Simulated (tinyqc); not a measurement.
Front-illuminated p-i-n photodiode, quantum efficiency and bandwidth: one step of the calculation.

Light enters through a p layer (0 to xp), a depleted layer (xp to xp + wi) and a thick n substrate, decaying as exp(-al x); one pass, no back reflection. Carriers made in the depleted layer are all collected; those in the neutral layers diffuse.

Problem. Quantum efficiency. k = al Ln, s = S Ln/Dn, e = exp(-al xp); front layer f1 = (k/(k^2 - 1)) {[s + k - e (s cosh(xp/Ln) + sinh(xp/Ln))]/[s sinh(xp/Ln) + cosh(xp/Ln)] - k e}; depleted layer f2 = e (1 - exp(-al wi)); substrate f3 = e exp(-al wi) al Lp/(1 + al Lp); external efficiency (1 - Rf)(f1 + f2 + f3); responsivity = efficiency q lam/(h c).

Values chosen for this exercise; values close to those of germanium at this wavelength:
- lam = 1550 nm (wavelength)
- al = 1470 1/cm (absorption coefficient)
- Rf = 0.3 (reflectance of the front face)
- xp = 0.088 um (thickness of the front p layer)
- wi = 2.5 um (thickness of the depleted layer)
- Dn = 36 cm^2/s (electron diffusion coefficient in the p layer)
- Ln = 1.1 um (electron diffusion length in the p layer)
- S = 7e5 cm/s (recombination velocity of the front surface)
- Lp = 2.6 um (hole diffusion length in the thick n substrate)

Constants: q = 1.602176634e-19 C, h = 6.62607015e-34 J s, c = 299792458 m/s. Results are converted to the units shown.

Find: s; f1; f2; f3; external efficiency; responsivity.

Solution.

s = 2.139
f1 = 0.01189
f2 = 0.3036
f3 = 0.1890
external efficiency = 0.3531
responsivity = 0.4415 A/W

The front layer absorbs 1.29 % of the light that enters and collects 92.5 % of that. Diffusion from the neutral layers makes up 39.8 % of the current.

tinyqc, about 0.01 s, one thread, Intel Xeon 2.30GHz (shared host): `OMP_NUM_THREADS=1 python tinyqc.py 2250111 2250112 out.jsonl`
